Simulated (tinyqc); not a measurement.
Worked calculation: five-level k.p model folded onto the conduction band. Values are carried at full precision from step to step, so a last printed digit may differ when a step is redone from the rounded ones.

Second-order sums for the lowest conduction level at E: 1/m = 1 + Cm + (Ep/3)(2/E + 1/(E + Dso)) - (Ep2/3)(2/(E7 + D2 - E) + 1/(E7 - E)); g/2 = 1 + Cg - (Ep/3)(1/E - 1/(E + Dso)) - (Ep2/3)(1/(E7 - E) - 1/(E7 + D2 - E)). E is counted from the top of the valence band; E = Eg at the edge.

Constants: hbar^2/2m0 = 3.80998211 eV angstrom^2.

Inputs chosen for the exercise (near those of InSb; shifted at random, so the results belong to these values and not to a real crystal): Eg = 0.222 eV (gap at Gamma to the s-like level); Dso = 0.771 eV (spin-orbit splitting); Ep = 22.5 eV (Kane energy); E7 = 3.19 eV (upper Gamma7 conduction level, from the valence top); D2 = 0.35 eV (its spin-orbit splitting, Gamma8 above Gamma7); Ep2 = 4.6 eV (Kane energy to the upper levels); Cm = -2 (remote term in 1/m); Cg = -0.02 (remote term in g/2); k = 0.006 1/angstrom (wave vector along z).

## Mass and g factor term by term

Evaluate at E = Eg.

Terms:
```
level           part of 1/m  part of g
free + remote       -1.0000     1.9600
Gamma8 valence      67.5676   -67.5676
Gamma7 valence       7.5529    15.1057
Gamma8 upper        -0.9243     0.9243
Gamma7 upper        -0.5166    -1.0332
```

m = 0.0138 m0
g = -50.611

The valence levels give 75.12 to 1/m and the upper levels take 1.44 away. In g the two valence terms nearly cancel when Dso is small against Eg; here Dso/Eg = 3.47 and they leave -52.462, the upper pair -0.109.

## The matrix at one k

For k along z and one spin sector the level c couples to four states. With c0 = hbar^2/2m0, P = sqrt(Ep c0), P2 = sqrt(Ep2 c0): diagonal Eg + (1 + Cm) c0 k^2 for c, and 0, -Dso, E7 + D2, E7 for lh, so, G8 up, G7 up (their own dispersion is left out); couplings of c: sqrt(2/3) P k to lh, sqrt(1/3) P k to so, sqrt(2/3) P2 k to G8 up, sqrt(1/3) P2 k to G7 up (phases chosen real).

Fill in the matrix.

H (eV):
```
             c       lh        so    G8 up    G7 up
c      0.22186  0.04536   0.03207  0.02051  0.01450
lh     0.04536        0         0        0        0
so     0.03207        0  -0.77100        0        0
G8 up  0.02051        0         0  3.54000        0
G7 up  0.01450        0         0        0  3.19000
```

## Exact folding onto c

Solve E = H_cc + S(E), S(E) = sum_j H_cj^2/(E - H_jj), from E = H_cc, by plain substitution and by Newton steps on E - H_cc - S(E). The weight of c in the state is Z = 1/(1 - dS/dE). The exact level is the third eigenvalue of H from below.

Iterates (eV):
```
step  substitution   Newton
0          0.22186  0.22186
1          0.23197  0.23156
2          0.23156  0.23158
3          0.23158  0.23158
4          0.23157  0.23158
5          0.23158  0.23158
6          0.23158  0.23158
7          0.23158  0.23158
```

exact level = 0.23158 eV
Z = 0.9620

Substitution multiplies the error by about dS/dE = 1 - 1/Z = -0.039 a step, so it alternates; after 7 steps it is off by 1.5e-12 eV, while Newton is within 1e-5 eV from step 2 on.

## Loewdin series

Expanding E = H_cc + S(E) about Eg in powers of k^2, with s_n = sum_j H_cj^2/(Eg - H_jj)^n: order k^2: e2 = (1 + Cm) c0 k^2 + s1; order k^4: e4 = -s2 e2; order k^6: e6 = s3 e2^2 + s2^2 e2.

Give each order and the partial sums, counted from Eg.

s1 (eV), s2 (no unit), s3 (1/eV); (1 + Cm) c0 k^2 is H_cc - Eg: 0.01011  0.04285  0.18907

e2, e4, e6 (eV): 0.00997  -0.00043  0.00004

partial sums (eV): 0.00997  0.00954  0.00958

The exact value is 0.00958 eV; the errors of the partial sums are +0.39, -0.03 and 0.00 meV.

## Checks

- Curvature of the exact level at small k against the sum for 1/m: 72.679 against 72.680.

(tinyqc, `OMP_NUM_THREADS=1 python tinyqc.py 1080507 1080508 out.jsonl`, Intel(R) Xeon(R) Processor @ 2.30GHz, 1 thread, shared host, about 0.01 s.)
